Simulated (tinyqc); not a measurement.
# Tunnelling through a two-layer gate stack, WKB transmission and Tsu-Esaki current: current against voltage

Electrons leave the emitter at x = 0. Energies E (motion across the layers) are in eV from the emitter Fermi level; the collector Fermi level lies at -V and offers states at every E. No charge in the dielectric and no image force: F1 = V/(t1 + t2 eps1/eps2), F2 = F1 eps1/eps2; U = phi1 - F1 x in layer 1 and phi2 - F1 t1 - F2 (x - t1) in layer 2. With C = hbar^2/(2 m0), kappa = sqrt(m (U - E)/C) where U > E and 0 elsewhere; T(E) = exp(-S), S = 2 times the integral of kappa over x.

Each layer adds (2/F) sqrt(m/C) [G(u at its left edge) - G(u at its right edge)] to S, with u = U - E (0 where negative) and G(u) = (2/3) u^1.5. J = J0 times the integral of T(E) N(E) dE, N = ln[(1 + exp(-E/Vt))/(1 + exp((-E - V)/Vt))], J0 = q^2 me m0 kB T/(2 pi^2 hbar^3) (times 1e-4 for A/cm^2 per eV), from E = -Ef to far above the barrier (T = 1 there), by quadrature converged to the digits shown.

Inputs (values chosen for the exercise); layer 1 close to silicon dioxide, layer 2 close to aluminium oxide: temperature T = 350 K; Fermi energy of the emitter above its band bottom Ef = 0.17 eV; emitter mass in the supply function me = 0.38 m0; barrier of layer 1 above the emitter Fermi level at zero bias phi1 = 3.24 eV; tunnelling mass of layer 1 m1 = 0.48 m0; thickness of layer 1 t1 = 0.6 nm; relative permittivity of layer 1 eps1 = 4.01; barrier of layer 2 at zero bias phi2 = 2.52 eV; tunnelling mass of layer 2 m2 = 0.41 m0; thickness of layer 2 t2 = 2.2 nm; relative permittivity of layer 2 eps2 = 9.21.

Constants: q = 1.602176634e-19 C, kB = 1.380649e-23 J/K, hbar = 1.054571817e-34 J s, m0 = 9.1093837015e-31 kg, Vt = kB T/q, hbar^2/(2 m0) = 0.0380998212 eV nm^2. Results are converted to the units shown.

Results:
```
V (V)  S at E = 0   T(E = 0)  J (A/cm^2)  mean E of the current (eV)
0.2         29.89  1.039e-13    5.827e-6                    -0.08326
0.49        28.86  2.913e-13    1.629e-5                    -0.08319
0.77        27.82  8.268e-13    4.532e-5                    -0.08227
1.06        26.68  2.583e-12    1.383e-4                    -0.08113
1.35        25.47  8.682e-12    4.519e-4                    -0.07972
1.64        24.17  3.200e-11    0.001609                    -0.07791
1.92        22.79  1.268e-10    0.006105                    -0.07549
2.5         19.21   4.535e-9      0.1827                    -0.06101
```

Estimate the missing row, V = 2.21 V.

Computed row:
```
V (V)  S at E = 0   T(E = 0)  J (A/cm^2)  mean E of the current (eV)
2.21        21.18  6.314e-10     0.02856                    -0.07147
```

With this row back in the table: J rises from 5.83e-6 to 0.183 A/cm^2, by 1.54 decades a volt between the first two rows and 2.78 between the last two. In every row the band edge stays above E = 0, so all is direct tunnelling at the Fermi level. In 4 of the 9 rows the field exceeds 10 MV/cm (up to 16.0), more than most dielectrics sustain; the model ignores breakdown. In every row a layer is thinner than 0.8 nm, a few atomic planes, where an effective mass is a rough description.

Computed by the program tinyqc: `OMP_NUM_THREADS=1 python tinyqc.py 2540139 2540140 out.jsonl`, one thread of a shared Intel Xeon 2.30GHz, about 0.02 s for the whole run.
